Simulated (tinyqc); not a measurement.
Worked calculation: Hubbard chain of 5 sites. Computed by tinyqc, a small Python program that keeps every step. Settings: hopping = 0.83, U = 8.4, mixing = 1, iteration cap = 89. Command: `OMP_NUM_THREADS=1 python tinyqc.py 22818 22819 out.jsonl` (the two numbers bound the seeds that draw the settings). One thread of a shared host (Intel(R) Xeon(R) Processor @ 2.60GHz), about 0.2 s of CPU time with the checks. Later iterations appear only in the table of the cycle.

## Mean-field iteration 1

one-body matrix (hopping and site energies) (eV), lower triangle:
```
          1         2         3         4        5
1   0.00000
2  -0.83000   0.00000
3   0.00000  -0.83000   0.00000
4   0.00000   0.00000  -0.83000   0.00000
5   0.00000   0.00000   0.00000  -0.83000  0.00000
```

U = 8.40000 eV

electrons, up and down: 2  2

mixing = 1

n(up) at the start (a guess, not normalised): 1 0.40000, 2 0.40000, 3 0.40000, 4 0.40000, 5 0.40000

n(down) at the start (a guess): 1 0.40000, 2 0.40000, 3 0.40000, 4 0.40000, 5 0.40000

H(up) = T + U n(down), H(down) = T + U n(up); fill the lowest levels; n(new) = n + mixing (n(out) - n); E = tr T (rho up + rho down) + U sum n_up n_down of the output.

levels, up (eV): 1.92240  2.53000  3.36000  4.19000  4.79760

levels, down (eV): 1.92240  2.53000  3.36000  4.19000  4.79760

energy = 2.46480 eV

n(up) after iteration 1: 1 0.33333, 2 0.50000, 3 0.33333, 4 0.50000, 5 0.33333

n(down) after iteration 1: 1 0.33333, 2 0.50000, 3 0.33333, 4 0.50000, 5 0.33333

## Mean-field iteration 2

As before.

levels, up (eV): 1.90103  2.41423  2.80000  4.58577  5.09897

levels, down (eV): 1.90103  2.41423  2.80000  4.58577  5.09897

energy = 3.69611 eV

n(up) after iteration 2: 1 0.53099, 2 0.22938, 3 0.47926, 4 0.22938, 5 0.53099

n(down) after iteration 2: 1 0.53099, 2 0.22938, 3 0.47926, 4 0.22938, 5 0.53099

## Mean-field iteration 3

As before.

levels, up (eV): 1.22252  1.67909  4.26256  4.70802  4.92782

levels, down (eV): 1.22252  1.67909  4.26256  4.70802  4.92782

energy = 9.54732 eV

n(up) after iteration 3: 1 0.06736, 2 0.86200, 3 0.14128, 4 0.86200, 5 0.06736

n(down) after iteration 3: 1 0.06736, 2 0.86200, 3 0.14128, 4 0.86200, 5 0.06736

## Convergence

Each step fills the lowest levels of T + U n(other spin) and sets n(new) = n + mixing (n(out) - n); stop when output and input agree to 1e-8.

Course of the cycle:

| iteration | E (eV) | largest \|n(out) - n(in)\| | mean \|n_up - n_down\| |
|---|---|---|---|
| 1 | 2.4647957 | 1.00e-01 | 0.00000 |
| 2 | 3.6961099 | 2.71e-01 | 0.00000 |
| 3 | 9.5473201 | 6.33e-01 | 0.00000 |
| 4 | 14.1050101 | 8.82e-01 | 0.00000 |
| 5 | 8.9887050 | 9.42e-01 | 0.00000 |
| 6 | 15.3611408 | 9.75e-01 | 0.00000 |
| 7 | 8.5295586 | 9.76e-01 | 0.00000 |
| 8 | 15.2660452 | 9.74e-01 | 0.00000 |
| 9 | 8.5127882 | 9.74e-01 | 0.00000 |
| 10 | 15.2608367 | 9.74e-01 | 0.00000 |
| 11 | 8.5119920 | 9.74e-01 | 0.00000 |
| ... | ... | ... | ... |
| 79 | 8.5119522 | 9.74e-01 | 0.00000 |
| 80 | 15.2605747 | 9.74e-01 | 0.00000 |
| 81 | 8.5119522 | 9.74e-01 | 0.00000 |
| 82 | 15.2605747 | 9.74e-01 | 0.00000 |
| 83 | 8.5119522 | 9.74e-01 | 0.00000 |
| 84 | 15.2605747 | 9.74e-01 | 0.00000 |
| 85 | 8.5119522 | 9.74e-01 | 0.00000 |
| 86 | 15.2605747 | 9.74e-01 | 0.00000 |
| 87 | 8.5119522 | 9.74e-01 | 0.00000 |
| 88 | 15.2605747 | 9.74e-01 | 0.00000 |
| 89 | 8.5119522 | 9.74e-01 | 0.00000 |

Not converged within 89 iterations: the residual has stopped falling: the iteration swings between two states. The lowest mean-field energy found from random starts is -1.51577 eV. Reruns (cap 100 unless said): mixing 0.2: converged in 13 to a higher stationary point (E = 2.25044); mixing 0.5: not converged; mixing 0.9: not converged; the original settings with a cap of 400: not converged.

## Exact diagonalisation (100 states)

Lowest levels of the sector, and the double occupancy of the lowest state.

lowest levels (eV): -2.10760  -1.92423  -1.72682  -1.62516  -1.52444  -1.43760

double occupancy per site = 0.01442

## The lowest level by Lanczos steps

From a random start vector (not printed): a_j = <q_j|H|q_j>, b_j = norm of the remainder after orthogonalising; the Ritz value is the lowest eigenvalue of the tridiagonal matrix of a and b so far.

Lanczos:

| j | a_j (eV) | b_j (eV) | lowest Ritz value (eV) |
|---|---|---|---|
| 1 | 4.46124 | 5.27139 | 4.4612435 |
| 2 | 5.79986 | 5.62019 | -0.1831623 |
| 3 | 11.89423 | 4.25256 | -1.3583747 |
| 4 | 4.77801 | 4.42001 | -1.6690289 |
| 5 | 4.98507 | 2.72417 | -1.9538030 |
| 6 | 9.54954 | 6.18270 | -2.0031756 |
| 7 | 8.09416 | 5.83350 | -2.0324520 |
| 8 | 7.83993 | 2.49576 | -2.0654739 |
| 9 | 3.28307 | 4.60382 | -2.0760568 |
| 10 | 7.78950 | 4.87044 | -2.0875987 |
